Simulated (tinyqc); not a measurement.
What each parameter does: heterojunction of two tight-binding chains.

Left chain: hopping -t1, sites at 2 t1 (band bottom 0). Right chain: hopping -t2, sites at dE + 2 t2 (bottom dE). t = c/(m a^2), c = hbar^2/2m0. The bond across the interface is -tc with tc = f sqrt(t1 t2), and the last left site has the extra energy U. In a chain E = bottom + 2t (1 - cos(ka)); the surface Green function of a half chain is g = -exp(ika)/t, with Im k > 0 where cos(ka) > 1.

Constants: hbar^2/2m0 = 3.80998211 eV angstrom^2.

Parameters, chosen for this exercise (masses and offset of the size met at InGaAs / InAlAs; not measured data):

| symbol | value | unit | meaning |
|---|---|---|---|
| a | 2.8 | angstrom | site spacing |
| m1 | 0.038 | m0 | mass on the left |
| m2 | 0.073 | m0 | mass on the right |
| dE | 0.6 | eV | band offset |
| f | 1 |  | factor on the interface hopping |
| U | 0 | eV | extra energy on the last left site |
| E | 0.92 | eV | electron energy |

T = 4 Im(S1) Im(S2) |G|^2 with G = 1/(E - 2 t1 - U - S1 - S2), S1 = -t1 exp(i k1 a), S2 = -(tc^2/t2) exp(i k2 a).

One parameter was then changed.

Results before and after:

| case | T | k1 a | k2 a |
|---|---|---|---|
| base | 0.9896 | 0.2690 | 0.2197 |
| changed | 0.9957 | 0.2690 | 0.2363 |

Which of these changes was made? (a) f = 0.9; (b) m2 = 0.0876 m0; (c) m1 = 0.0456 m0; (d) dE = 0.55 eV; (e) U = 0.2 eV; (f) a = 2.24 angstrom.

Answer: (d) dE = 0.55 eV. Of the candidates, run in turn, only this one gives the changed row.

All candidates:

| case | T | k1 a | k2 a |
|---|---|---|---|
| base | 0.9896 | 0.2690 | 0.2197 |
| m1 = 0.0456 m0 | 0.9782 | 0.2949 | 0.2197 |
| m2 = 0.0876 m0 | 0.9969 | 0.2690 | 0.2408 |
| dE = 0.55 eV | 0.9957 | 0.2690 | 0.2363 |
| f = 0.9 | 0.8313 | 0.2690 | 0.2197 |
| U = 0.2 eV | 0.9901 | 0.2690 | 0.2197 |
| a = 2.24 angstrom | 0.9897 | 0.2150 | 0.1756 |

Computed by tinyqc, a small Python program: `OMP_NUM_THREADS=1 python tinyqc.py 1450926 1450927 out.jsonl` (the numbers bound the seed that draws the inputs); one thread of a shared host (Intel(R) Xeon(R) Processor @ 2.30GHz), about 0.01 s for the whole set of steps.
